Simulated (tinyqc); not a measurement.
A particle near a wafer in liquid: double-layer and van der Waals forces (DLVO), deposition barrier and removal: one step, computed by the program tinyqc.

Sphere and flat wall, Derjaguin approximation, constant potentials in the linear-superposition form, no retardation and no hydration force.

Problem. Energy and force at one gap. U(h) = Z R exp(-kappa h) - A R/(6 h); F(h) = -dU/dh = kappa Z R exp(-kappa h) - A R/(6 h^2), positive for repulsion.

Inputs (values chosen for the exercise, of the order of those for silica on silica in water):
```
quantity            value  unit
particle radius R      22    nm
Hamaker constant A  5e-21     J
temperature T         323     K
gap h                 1.4    nm
```

Z = -8.588845 pN

kappa = 0.2504604 1/nm

Constants: k_B = 1.380649e-23 J/K.

Give: double-layer energy; van der Waals energy; U(h); F(h).

Solution.

double-layer energy = -29.84 k_B T

van der Waals energy = -2.936 k_B T

U(h) = -32.78 k_B T

F(h) = -42.68 pN

Caution: for kappa h below 1 linear superposition is only rough, and charge regulation matters.
